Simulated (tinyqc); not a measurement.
Junction field-effect transistor with two gates, gradual channel with velocity saturation: depletion, velocity and field along the channel.

A uniformly doped n-type channel, depleted from both sides by p+ gates; at channel potential V the depleted share of a is u = sqrt((Vbi - Vg + V)/Vp), s at the source. Electrons drift with v = mu E/(1 + mu E/vsat). Abrupt depletion edge, no series resistance, source at 0.

ni = sqrt(Nc Nv) exp(-Eg/(2 Vt)), Eg in volts; Vbi = Vt ln(Na Nd/ni^2); Vp = q Nd a^2/(2 eps0 eps_r); G0 = 2 q mu Nd a W/L; Z = mu Vp/(vsat L); s = sqrt((Vbi - Vg)/Vp). I = (G0 Vp/3) F/(1 + Z (u^2 - s^2)), F = 3 (u^2 - s^2) - 2 (u^3 - s^3), with u at V = Vd; Z = 0 gives constant mobility, for which u stops at 1. At channel potential V: y/L = (G0 Vp/3) F(u)/I - Z V/Vp, v = vsat I Z/(G0 Vp (1 - u)), E = (vsat/mu) w/(1 - w) with w = v/vsat.

Inputs (values chosen for the exercise); material values close to those of gallium arsenide:
- T = 300 K (temperature)
- eps_r = 13.2 (relative permittivity of the semiconductor)
- Nc = 4.39e17 cm^-3 (conduction-band density of states at T)
- Eg = 1.44 eV (band gap)
- Nv = 9.03e18 cm^-3 (valence-band density of states at T)
- Nd = 2.1e16 cm^-3 (donor density of the channel)
- a = 510 nm (half the channel thickness)
- mu = 5900 cm^2/(V s) (low-field mobility at this doping)
- vsat = 9.3e6 cm/s (saturation velocity)
- L = 1 um (gate length)
- W = 50 um (gate width)
- Na = 1.5e18 cm^-3 (acceptor density of the gates)
- Vg = 0 V (gate voltage)
- Vd = 0.25 V (drain voltage)

Constants: q = 1.602176634e-19 C, kB = 1.380649e-23 J/K, Vt = kB T/q, eps0 = 8.8541878128e-14 F/cm where lengths are in cm. Results are converted to the units shown.

Along the channel:

| V (V) | u | y/L | v (cm/s) | E (kV/cm) |
|---|---|---|---|---|
| 0 | 0.5927 | 0.000 | 5.321e6 | 2.108 |
| 0.0417 | 0.6020 | 0.193 | 5.446e6 | 2.227 |
| 0.0833 | 0.6111 | 0.374 | 5.574e6 | 2.358 |
| 0.125 | 0.6202 | 0.546 | 5.707e6 | 2.503 |
| 0.1667 | 0.6291 | 0.707 | 5.844e6 | 2.665 |
| 0.2083 | 0.6379 | 0.858 | 5.985e6 | 2.846 |
| 0.25 | 0.6465 | 1.000 | 6.132e6 | 3.051 |

From source to drain the open share 1 - u falls from 0.407 to 0.353, so the velocity rises by a factor of 1.15, to 0.659 vsat, and the field by 1.45. Half of Vd drops over the last 45 % of the gate length.

Program tinyqc, `OMP_NUM_THREADS=1 python tinyqc.py 2500139 2500140 out.jsonl`; Intel Xeon 2.30GHz, shared host, one thread, about 0.09 s.
